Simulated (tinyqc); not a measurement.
From a target wavelength to the width: optical transitions of a finite quantum well. Two cases, with inputs chosen for the exercise.

Problem. Which width puts the e1-hh1 edge, hc/(Eg + e1 + hh1), at the wavelength below?

Each carrier sees a square well of width L with its own depth V and masses m (inside), mb (outside); c = hbar^2/2m0, k = sqrt(m E/c), kappa = sqrt(mb (V - E)/c), and level n solves k L + 2 atan[(k/m)/(kappa/mb)] = n pi. The envelope is cos(kz) for odd n and sin(kz) for even n inside, joins exp(-kappa (|z| - L/2)) outside, and is normalised to 1. Excitons and band mixing are left out.

Constants: hbar^2/2m0 = 3.80998211 eV angstrom^2; hc = 1239.841984 eV nm.

Find: e1 + hh1 needed; L; e1; hh1.

Method. Both confinement energies fall steadily with L, so their sum meets the target once; bisection in L finds it.

Case 1.

Values chosen (near those of a GaAs well in AlGaAs; the results hold for these values, not for the real material): Eg = 1.491 eV (gap of the well); Vc = 0.332 eV (conduction offset); Vv = 0.184 eV (valence offset); me = 0.0669 m0 (electron, well); meb = 0.101 m0 (electron, barrier); mh = 0.348 m0 (heavy hole along z, well); mhb = 0.388 m0 (heavy hole, barrier).

edge wavelength = 807.249 nm

Solution.

e1 + hh1 needed = 44.9 meV
L = 93.0 angstrom
e1 = 35.9 meV
hh1 = 9.0 meV

Case 2.

Values chosen (near those of an InGaAs well in InP; the results hold for these values, not for the real material): Eg = 0.797 eV (gap of the well); Vc = 0.253 eV (conduction offset); Vv = 0.371 eV (valence offset); me = 0.042 m0 (electron, well); meb = 0.0816 m0 (electron, barrier); mh = 0.391 m0 (heavy hole along z, well); mhb = 0.533 m0 (heavy hole, barrier).

edge wavelength = 1449.749 nm

Solution.

e1 + hh1 needed = 58.2 meV
L = 85.0 angstrom
e1 = 48.0 meV
hh1 = 10.2 meV

Computed by tinyqc, one run a case: `OMP_NUM_THREADS=1 python tinyqc.py N N+1 out.jsonl` with N = 1251614, 1251695; one thread of a shared Intel(R) Xeon(R) Processor @ 2.30GHz, about 0.07 s a run at most.
